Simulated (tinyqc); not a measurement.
Comparisons within one model: valley splitting of a silicon quantum well in envelope theory. A value that a table varies takes the place of the one given here.

The well lies at 0 < z < L; U(z) = V0 [1/(1 + exp(z/w)) + 1/(1 + exp((L - z)/w))] - e F z, 1 mV/nm = 1e-4 eV/angstrom. The envelope psi solves -(c/ml) psi'' + U psi = E psi, c = hbar^2/2m0, by three-point differences on a grid of 0.1 angstrom from -40 to L + 40 angstrom. The two valleys at +/- k0 couple through D = C0 times the integral of exp(-i q z) U(z) psi^2, q = 2 k0 (2 pi/a), and split by Ev = 2|D|.

Random alloy: with Y(z) = Yw + (Yb - Yw) B(z), B the bracket in U, and in-plane density exp(-r^2/ad^2)/(pi ad^2), D gains a random complex part of variance sigma^2 = (C0^2/pi)(a^2 V0/(8 ad (Yb - Yw)))^2 (4/a) times the integral of psi^4 Y (1 - Y). Alone it gives a mean splitting sqrt(pi) sigma; together with the smooth part the rms splitting is 2 sqrt(|D|^2 + sigma^2).

Constants: hbar^2/2m0 = 3.80998211 eV angstrom^2.

Inputs chosen for the exercise (near those of a strained Si well in SiGe; not measured data):

| symbol | value | unit | meaning |
|---|---|---|---|
| L | 34 | angstrom | well width |
| V0 | 0.15 | eV | conduction offset |
| ml | 0.928 | m0 | mass along z |
| F | 4.6 | mV/nm | field pressing towards the upper interface |
| k0 | 0.831 | 2 pi/a | valley position |
| a | 5.431 | angstrom | lattice constant |
| C0 | 0.257 |  | Bloch overlap factor |
| Yb | 0.24 |  | Ge share of the barrier |
| Yw | 0.05 |  | Ge share of the well |
| ad | 130 | angstrom | dot radius |
| ws | (0.2, 0.6, 0.8, 1.6, 2.1, 2.8, 4.6) | angstrom | interface widths |
| Ls | (34, 35.4, 36.7, 38.1, 39.4, 40.8, 42.1, 43.5) | angstrom | widths in steps of one atomic layer, a/4, rounded to the grid |
| F2 | 1 | mV/nm | second field, zero or weak |
| w1 | 0.5 | angstrom | interface width for this table |
| w | 0.6 | angstrom | interface width parameter |

## Sharpness of the interface

The smooth part 2|D| and the disorder part against w, beside y/sinh(y) with y = pi q w. The 12 to 88 % width of the step is 4w.

Results:

| w (angstrom) | 4w (angstrom) | 2\|D\| (micro-eV) | y/sinh(y) | sqrt(pi) sigma (micro-eV) |
|---|---|---|---|---|
| 0.2 | 0.8 | 329.54 | 0.79 | 196.3 |
| 0.6 | 2.4 | 60.11 | 0.19 | 197.1 |
| 0.8 | 3.2 | 18.30 | 0.077 | 197.6 |
| 1.6 | 6.4 | 0.36 | 0.0012 | 201.2 |
| 2.1 | 8.4 | 0.05 | 7.9e-05 | 204.4 |
| 2.8 | 11.2 | 0.00 | 1.5e-06 | 210.1 |
| 4.6 | 18.4 | 0.00 | 4.8e-11 | 229.0 |

What can be read from the table?

The smooth part needs a Fourier component of U psi^2 at a wavelength of 3.27 angstrom; from the first row to the third it falls by a factor 18, while y/sinh(y) falls by 10.3 (the envelope near the step and the phase between the two interfaces change too). The disorder part goes from 196.3 to 229.0 micro-eV, growing as the electron overlaps more alloy. It takes over between w = 0.2 and 0.6 angstrom, that is a step 0.8 to 2.4 angstrom wide, with 1.36 angstrom to an atomic layer.

## Adding atomic layers

The smooth splitting Ev = 2|D| with w = w1, at the field F2 and at F.

Results:

| L (angstrom) | q L mod 2 pi | Ev at F2 (micro-eV) | Ev at F (micro-eV) |
|---|---|---|---|
| 34.0 | 2.54 | 95.8 | 102 |
| 35.4 | 5.23 | 115 | 120 |
| 36.7 | 1.45 | 22.7 | 42.3 |
| 38.1 | 4.14 | 111 | 115 |
| 39.4 | 0.36 | 38.1 | 51.9 |
| 40.8 | 3.05 | 78.2 | 84.6 |
| 42.1 | 5.55 | 70.2 | 77.4 |
| 43.5 | 1.96 | 34.1 | 48.8 |

What does this show, and why?

At F2 the splitting swings between 22.7 and 115 micro-eV, a ratio of 5.08, as the two interfaces add with the phase q L, which advances on average by 2.61 rad a layer. At F the ratio is 2.83, where in the first row psi^2 at the upper interface is 1.67 times that at the lower one: the field unbalances the two contributions, which fills in the minima.

## What each parameter does

Orbital spacing, psi^2 at z = L, the smooth splitting and sigma; V0 is held fixed when Yw changes. Each row changes one parameter from the base and keeps the others.

Results:

| case | E2 - E1 (meV) | psi^2(L) (1e-3/angstrom) | 2\|D\| (micro-eV) | sigma (micro-eV) |
|---|---|---|---|---|
| base | 58.14 | 7.483 | 60.11 | 111.2 |
| ad = 170 angstrom | 58.14 | 7.483 | 60.11 | 85.0 |
| Yw = 0.08 | 58.14 | 7.483 | 60.11 | 163.8 |
| L = 40 angstrom | 46.55 | 5.702 | 24.97 | 104.8 |
| V0 = 0.188 eV | 62.48 | 6.316 | 58.16 | 141.4 |
| w = 0.42 angstrom | 57.89 | 7.555 | 148.43 | 110.9 |
| F = 6.9 mV/nm | 58.38 | 8.394 | 65.45 | 111.5 |
| k0 = 0.811 2 pi/a | 58.14 | 7.483 | 31.42 | 111.2 |
| C0 = 0.308 | 58.14 | 7.483 | 72.04 | 133.2 |

What does this show?

The largest shifts from the base row, up to three for each result and ties (the steps differ in size, so this ranks the rows, not the parameters). E2 - E1 (meV): L -11.59, V0 +4.34, w -0.25, F +0.25; unchanged at the printed digits by ad, Yw, k0 and C0. psi^2(L) (1e-3/angstrom): L -1.781, V0 -1.168, F +0.911; unchanged at the printed digits by ad, Yw, k0 and C0. 2|D| (micro-eV): w +88.32, L -35.14, k0 -28.69; unchanged at the printed digits by ad and Yw. sigma (micro-eV): Yw +52.6, V0 +30.2, ad -26.2; unchanged at the printed digits by k0.

Program tinyqc; command `OMP_NUM_THREADS=1 python tinyqc.py 1282163 1282164 out.jsonl`; about 0.2 s on one thread of a shared Intel(R) Xeon(R) Processor @ 2.30GHz.
